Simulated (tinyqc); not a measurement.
# Drift layer from breakdown voltage and on-resistance

Inverse problem. An ideal drift layer with a triangular field at breakdown has BV = Ec W/2, N = eps0 eps_r Ec/(q W) and Ron = W/(q mu N). Find Ec, W and N.

Parameters, values chosen for the exercise:
```
symbol  value        unit                               meaning
eps_r    15.9                             relative permittivity
mu       3840  cm^2/(V s)  electron mobility of the drift layer
```

Constants: q = 1.602176634e-19 C, eps0 = 8.8541878128e-14 F/cm where lengths are in cm. Results are converted to the units shown.

BV = 46.576901 V
Ron = 0.16492015 mohm cm^2

Solution. Eliminating W and N gives Ron = 4 BV^2/(eps0 eps_r mu Ec^3), which yields Ec.

Ec = 213.5 kV/cm
W = 4.363 um
N = 4.300e15 cm^-3

Numbers from tinyqc (`OMP_NUM_THREADS=1 python tinyqc.py 2120003 2120004 out.jsonl`; about 0.06 s on one thread of a shared Intel Xeon 2.30GHz).
